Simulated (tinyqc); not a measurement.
From results back to parameters: nanosheet or nanowire with hard walls, valleys of the Si type. Three cases, with inputs chosen for the exercise.

Problem. In a hard-walled rectangle E(n, l) = c pi^2 (n^2/(m_y W^2) + l^2/(m_z H^2)), c = hbar^2/2m0. Two levels were computed from hidden W and H.

Constants: hbar^2/2m0 = 3.80998211 eV angstrom^2.

Find: width term; height term; W; H.

Method. The difference of the two levels is three times the width term; the rest of E(1, 1) is the height term.

Case 1.

Values chosen (out of a larger set: near those of Si; not measured data): m_y = 0.19 m0 (mass across the width); m_z = 0.908 m0 (mass along the height).

E(1, 1) = 0.174765 eV
E(2, 1) = 0.659444 eV

Solution.

width term = 161.56 meV
height term = 13.21 meV
W = 35.0 angstrom
H = 56.0 angstrom

Case 2.

Values chosen (out of a larger set: near those of Si; not measured data): m_y = 0.194 m0 (mass across the width); m_z = 0.91 m0 (mass along the height).

E(1, 1) = 0.045274 eV
E(2, 1) = 0.117063 eV

Solution.

width term = 23.93 meV
height term = 21.34 meV
W = 90.0 angstrom
H = 44.0 angstrom

Case 3.

Values chosen (out of a larger set: near those of Si; not measured data): m_y = 0.19 m0 (mass across the width); m_z = 0.91 m0 (mass along the height).

E(1, 1) = 0.231379 eV
E(2, 1) = 0.891081 eV

Solution.

width term = 219.90 meV
height term = 11.48 meV
W = 30.0 angstrom
H = 60.0 angstrom

Computed by tinyqc, one run a case: `OMP_NUM_THREADS=1 python tinyqc.py N N+1 out.jsonl` with N = 1281617, 1281735, 1281812; one thread of a shared Intel(R) Xeon(R) Processor @ 2.30GHz, about 0.04 s a run at most.
